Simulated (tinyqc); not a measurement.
Worked calculation: Monte Carlo simulation of one carrier in a uniform electric field. Computed by tinyqc, a small Python program that keeps every step. Command: `OMP_NUM_THREADS=1 python tinyqc.py 3005862 3005863 out.jsonl mcfl walk`. One thread of a shared host (Intel(R) Xeon(R) Processor @ 2.30GHz), about 2 s of CPU time with the checks. Intermediate numbers are printed to about 7 digits and carried at full precision; extremes and crossings named in words are read from the listed rows.

The force e F acts along +z. Flights end at the constant total rate Gamma; the part of Gamma that the real rates do not fill is self-scattering, which leaves k unchanged. One valley, no impurities and no intervalley scattering.

Inputs (values chosen for the exercise, modelled on InSb): effective mass m = 0.0132 m_0; non-parabolicity alpha = 5.5 1/eV; static permittivity eps_s = 16.8; high-frequency permittivity eps_inf = 15.7; density rho = 5780 kg/m^3; sound velocity v_l = 3720 m/s; acoustic deformation potential D_A = 8.6 eV; optical phonon energy hbar w = 24.4 meV; lattice temperature T = 350 K; electric field F = 0.021 kV/cm; energy E_max up to which Gamma must cover the rates = 0.6 eV; seed of the random numbers = 37642.

Crystal: polar. Band: Kane.

starting wave vector (1/nm): [0.06, -0.27, 0.26]

Constants: k_B = 1.380649e-23 J/K; e = 1.602176634e-19 C; hbar = 1.054571817e-34 J s; m_0 = 9.1093837015e-31 kg; hbar = 6.582119569e-16 eV s; eps_0 = 8.8541878128e-12 F/m; k_B = 8.617333262e-05 eV/K.

## Total rate Gamma

Kane band: hbar^2 k^2/(2 m) = E (1 + alpha E), speed v = hbar k/(m (1 + 2 alpha E)), states per spin, volume and energy g(E) = m k (1 + 2 alpha E)/(2 pi^2 hbar^2); overlap factors are set to 1. Masses are multiplied by m_0 and all formulas are in SI units. Phonon occupation N_q = 1/(exp(hbar w/(k_B T)) - 1). Acoustic deformation potential (elastic, equipartition, absorption and emission together): 1/tau = 2 pi k_B T D_A^2 g(E)/(hbar rho v_l^2). Polar optical, unscreened: W = e^2 w (1/eps_inf - 1/eps_s) m (1 + 2 alpha E') ln|(k + k')/(k - k')| / (4 pi eps_0 hbar^2 k), times N_q for absorption (E' = E + hbar w) and N_q + 1 for emission (E' = E - hbar w > 0), with alpha = 0 for a parabolic band; mean cosine of the angle <cos> = (k^2 + k'^2)/(2 k k') - 1/ln|(k + k')/(k - k')|. Gamma is 1.05 times the largest total rate on the grid E = (j + 1/2) E_max/400, j = 0..399.

largest total rate = 5.879863 1e12/s

energy of the largest rate = 599.25 meV

Gamma = 6.173856 1e12/s

## Flight 1

Random numbers (0.02 to 0.98, from up to 60 sets tried for early real events), one row a flight, columns r1, r2, r3, r4:
```
[[0.7087, 0.9258, 0.4346, 0.7834],
 [0.5929, 0.3736, 0.4015, 0.9620],
 [0.5228, 0.6788, 0.7124, 0.9317],
 [0.8465, 0.8984, 0.1538, 0.8970],
 [0.6563, 0.7726, 0.3573, 0.9395],
 [0.7278, 0.7227, 0.1502, 0.7909],
 [0.8243, 0.7413, 0.7069, 0.1712]]
```

Flight: t = -ln(r1)/Gamma; k_z grows by e F t/hbar; E follows from the band; dz = (E_end - E_start)/(e F). Use row 1 of the random numbers.

flight time t = 55.77113 fs

k at the end of the flight (1/nm): [0.0600000, -0.2700000, 0.2601779]

energy at the end = 198.8070 meV

displacement dz = 39.92475 nm

## Scattering event 1

Choice: with cumulative rates in the order acoustic, absorption, emission, the process is the first whose sum exceeds r2 Gamma; if none, self-scattering. Final state: E' = E, E + hbar w or E - hbar w gives k'. Isotropic processes: cos(theta) = 1 - 2 r3 from the z axis, phi = 2 pi r4, k' (sin theta cos phi, sin theta sin phi, cos theta). Polar processes: cos(b) = [1 + xi - (1 + 2 xi)^r3]/xi, xi = 2 k k'/(k - k')^2, b from the old direction n; new direction cos b n + sin b (cos phi e1 + sin phi e2), e1 = (z x n)/|z x n|, e2 = n x e1.

cumulative rates (1e12/s): acoustic 0.452977, absorption 1.330058, emission 2.938747

r2 Gamma = 5.715756 1e12/s

Process chosen: self-scattering

k after event 1, the start of the next flight (1/nm): [0.0600000, -0.2700000, 0.2601779]

## Flight 2

Use row 2 of the random numbers.

flight time t = 84.66824 fs

k at the end of the flight (1/nm): [0.0600000, -0.2700000, 0.2604481]

energy at the end = 198.9343 meV

displacement dz = 60.64135 nm

## Scattering event 2

The formulas are those given above.

cumulative rates (1e12/s): acoustic 0.453398, absorption 1.330548, emission 2.939530

r2 Gamma = 2.306553 1e12/s

Process chosen: emission

k after event 2, the start of the next flight (1/nm): [0.1570755, -0.2268820, 0.2058327]

## All printed flights

Drift estimate: sum dz / sum t.

Flights:
```
flight    t (fs)  E at the end (meV)   dz (nm)          process  k_x (1/nm)  k_y (1/nm)  k_z (1/nm)
1        55.7711            198.8070  39.92475  self-scattering   0.0600000  -0.2700000   0.2601779
2        84.6682            198.9343  60.64135         emission   0.1570755  -0.2268820   0.2058327
3       105.0488            174.6708  64.98244  self-scattering   0.1570755  -0.2268820   0.2061679
4        26.9921            174.7059  16.70877  self-scattering   0.1570755  -0.2268820   0.2062540
5        68.2130            174.7946  42.24683  self-scattering   0.1570755  -0.2268820   0.2064716
6        51.4636            174.8616  31.89346  self-scattering   0.1570755  -0.2268820   0.2066358
7        31.2966            174.9023  19.40385  self-scattering   0.1570755  -0.2268820   0.2067357
```

drift estimate from these flights = 651314.6 m/s

6 of the 7 flights end in self-scattering. So few flights say little about the drift velocity: the estimate is noise at this length.

## Low-field mobility from the linear Boltzmann equation

On the grid E_j = (j + 1/2) hbar w/12 up to 20 k_B T + 2 hbar w, solve (sum of rates) l(E) = v(E) + W_abs <cos> l(E + hbar w) + W_em <cos> l(E - hbar w); mu_0 = e sum g v l exp(-E/k_B T)/(3 k_B T sum g exp(-E/k_B T)).

low-field mobility mu_0 = 80526.57 cm^2/(V s)

## Long runs: velocity against field

Each row: 250 carriers from a thermal start, 1600 flights each, the first half discarded, random numbers not printed; the error is the standard error over ten groups; the mean energy is taken at the ends of flights, which sample time evenly. Fields at which more than 0.02 % of the events exceed Gamma are left out.

Monte Carlo results:
```
F (kV/cm)  drift velocity (1e5 m/s)  error (1e5 m/s)  mu_0 F (1e5 m/s)  mean energy (meV)  real events (%)
0.0053                       0.0310            0.026         0.0426791               59.5             28.0
0.0110                       0.0704            0.024         0.0885792               59.7             28.0
0.0210                       0.1580            0.021         0.1691058               59.6             28.0
0.0420                       0.3160            0.022         0.3382116               60.1             28.1
0.0840                       0.6420            0.023         0.6764232               61.7             28.5
```

At the lowest field the drift velocity is 0.73 +/- 0.61 of the ohmic value mu_0 F, at the highest 0.95 +/- 0.03. The mean energy goes from 60 to 62 meV against the parabolic-band thermal value 3 k_B T/2 = 45 meV: the curve ends near the ohmic line. Only 28 to 28 % of the events are real; the rest is the price of a constant Gamma.

Checks made by the program: energy gained in the printed flights against e F dz (relative difference 1e-08).
